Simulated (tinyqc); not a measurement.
From one set of inputs to another, one input at a time: Keating valence-force model of a tetrahedral crystal. Computed by tinyqc, a small Python program. Command: `OMP_NUM_THREADS=1 python tinyqc.py 3003313 3003314 out.jsonl keating ladder`. One thread of a shared host (Intel(R) Xeon(R) Processor @ 2.30GHz), about 0.2 s of CPU time with the checks.

Atom A sits at 0 and atom B at a/4 (1,1,1) of an fcc lattice; the four bonds from A are t = a/4 (1,1,1), a/4 (1,-1,-1), a/4 (-1,1,-1), a/4 (-1,-1,1), of length d = sqrt(3) a/4. Energy: E = (3 alpha/(8 d^2)) sum over bonds (r.r - d^2)^2 + (3 beta/(8 d^2)) sum over pairs of bonds at one atom (r_i.r_j + d^2/3)^2, with beta_A for the six pairs at A and beta_B for the six at B. The cell holds two atoms, Omega = a^3/4. 1 N/m = 1 J/m^2. With constants fitted to the elastic moduli this model puts optical and zone-boundary frequencies of real crystals too high, by up to about 20 % in elemental crystals and up to about 50 % in compounds, and mostly by more for TA modes; in compounds the lattice part of the static dielectric constant then comes out too low.

The inputs printed are set A. Inputs not listed in the table keep their values of set A, so the rows need not describe a real material.

Inputs (values chosen for the exercise, modelled on zinc sulfide):
```
quantity               value      unit
lattice constant a      5.41  angstrom
mass M_A               65.38         u
mass M_B               32.06         u
bond stretching alpha   43.2       N/m
bond bending beta_A     4.83       N/m
bond bending beta_B     4.83       N/m
Born charge Z*          2.14         e
eps_inf                 5.04         -
mesh divisions n           8         -
temperature T             77         K
```

Structure: zinc blende.

Constants: nu for 1 eV/(angstrom^2 u) = 15.6333042 THz; 1 eV/angstrom^2 = 16.02176634 J/m^2; 1 THz = 33.35640952 1/cm; e^2/(4 pi eps_0) = 14.39964548 eV angstrom; h x 1 THz = 4.135667696 meV; k_B = 8.617333262e-05 eV/K.

Method:
- beta = (beta_A + beta_B)/2; C11 = (alpha + 3 beta)/a, C12 = (alpha - beta)/a, C44 = 4 alpha beta/(a (alpha + beta)); with the two sublattices clamped C44(0) = (alpha + beta)/a; internal-strain parameter zeta = (alpha - beta)/(alpha + beta); B = (C11 + 2 C12)/3.
- beta = (beta_A + beta_B)/2; mu = M_A M_B/(M_A + M_B); lambda = 4 (alpha + beta)/mu with the springs in eV/angstrom^2; nu = 15.6333042 THz x sqrt(lambda).
- The long-range field adds 4 pi Z*^2 (e^2/(4 pi eps_0))/(eps_inf Omega mu) to lambda for the longitudinal mode at q -> 0; lambda = (nu/15.6333042 THz)^2; eps_0 = eps_inf (nu_LO/nu_TO)^2 (Lyddane-Sachs-Teller; here eps_0 is the static dielectric constant).
- With displacements u exp(i q.r), each bracket changes by g.u, where g = (g_A, g_B): bond t, g = (-2 t, 2 t exp(i q.t)); pair (i, j) at A, g = (-(t_i + t_j), t_i exp(i q.t_j) + t_j exp(i q.t_i)); pair at B, g = (-t_i exp(-i q.t_j) - t_j exp(-i q.t_i), t_i + t_j). Then D_mn = sum over the 4 bonds and 12 pairs of (4 k/a^2) conj(g_m) g_n / sqrt(M_m M_n), with k = alpha or beta converted to eV/angstrom^2. Only the short-range forces enter; the Coulomb field of the charges is left out.
- An eigenvalue lambda of D in eV/(angstrom^2 u) gives nu = 15.6333042 THz x sqrt(lambda).
- Mesh: q = sum_i (m_i + 1/2)/n b_i, m_i = 0..n-1, with b = [[-1, 1, 1], [1, -1, 1], [1, 1, -1]] in 2 pi/a; sums over the six modes are averaged over the n^3 points and halved, per atom.
- With x = h nu/(k_B T) and n = 1/(exp(x) - 1) for each mode: F = k_B T [x/2 + ln(1 - exp(-x))], U = k_B T x (n + 1/2), S/k_B = x n - ln(1 - exp(-x)), C/k_B = x^2 n (n + 1).
- The acoustic share counts the three lowest modes at each q; zero-point energy = sum h nu/2.

Each row keeps all changes above it:
```
input moved                     from     to  C44 (GPa)  nu_LO at G (THz)  zero-point energy (meV/atom)
set A                              -      -     32.120            13.544                         46.26
mass M_B (u)                   32.06   17.6     32.120            16.868                         56.22
lattice constant a (angstrom)   5.41  3.892     44.648            20.198                         56.22
mass M_A (u)                   65.38   10.2     44.648            29.598                         84.84
bond stretching alpha (N/m)     43.2     93     47.189            36.696                        116.58
bond bending beta_A (N/m)       4.83   14.5     89.981            37.313                        123.42
eps_inf                         5.04   14.7     89.981            33.389                        123.42
temperature T (K)                 77    900     89.981            33.389                        123.42
```

C44 goes from 32.1 to 90.0, a factor 2.80 in all. The largest single move comes from bond bending beta_A (a factor 1.91). nu_LO at G goes from 13.5 to 33.4, a factor 2.47 in all. The largest single move comes from mass M_A (a factor 1.47), and eps_inf works against it (a factor 0.895). Zero-point energy goes from 46.3 to 123, a factor 2.67 in all. The largest single move comes from mass M_A (a factor 1.51). The single moves hold for this order of the switches; the total does not depend on the order.

Extremes, crossings and ranges named in words are read from the listed rows.
